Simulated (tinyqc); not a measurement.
## Polarisation charge from two barrier thicknesses

Inverse problem. Voff = phiB - dEc - q sigma d/(eps0 eb). Find sigma, phiB - dEc and the thickness at which Voff = 0.

Constants: q = 1.602176634e-19 C, eps0 = 8.8541878128e-14 F/cm where lengths are in cm. Results are converted to the units shown.

Voff at d = 13 and 28 nm (V): [-1.4738779, -4.0207371]
eb = 9.305

Answer. Voff is a straight line in d: its slope is -q sigma/(eps0 eb) and its intercept phiB - dEc.

sigma = 8.731e12 cm^-2
phiB - dEc = 0.7334 V
thickness for Voff = 0 = 4.319 nm

Program tinyqc, `OMP_NUM_THREADS=1 python tinyqc.py 2180115 2180116 out.jsonl`; Intel Xeon 2.30GHz, shared host, one thread, about 0.01 s.
